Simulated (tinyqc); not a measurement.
Hopping conduction between localised states: one step, computed by the program tinyqc.

Energies are counted from the Fermi level. A small network shows the mechanism; the laws of an infinite system follow.

Problem. Variable-range laws. Mott: T_M = 13.8/(k_B g_0 xi^2), exponent (T_M/T)^(1/3), mean hop r = (1/3) xi times the exponent. Efros-Shklovskii: T_ES = 6.5 e^2/(4 pi eps eps_0 k_B xi), exponent (T_ES/T)^(1/2). Coulomb gap width g_0 (e^2/(4 pi eps eps_0))^2. The numerical coefficients come from percolation theory and are given.

Inputs (values chosen for the exercise, for a model amorphous semiconductor):
```
quantity                  value         unit
localisation length xi      1.2           nm
density of states g_0   1.7e+12  1/(eV cm^2)
permittivity eps             14            -
temperature T                90            K
```

Dimension: 2D.

Constants: k_B = 8.617333262e-05 eV/K; e^2/(4 pi eps_0) = 14.39964548 eV angstrom.

Give: T_M; T_ES; Mott exponent; Efros-Shklovskii exponent; mean hop by the Mott formula; Coulomb gap.

Solution.

T_M = 6.542e+06 K

T_ES = 6465 K

Mott exponent = 41.73

Efros-Shklovskii exponent = 8.476

mean hop by the Mott formula = 16.69 nm

Coulomb gap = 0.1798 meV

The larger exponent, here Mott, is the one that limits; the two are equal at T = 0.00631 K, below which the Coulomb gap rules.
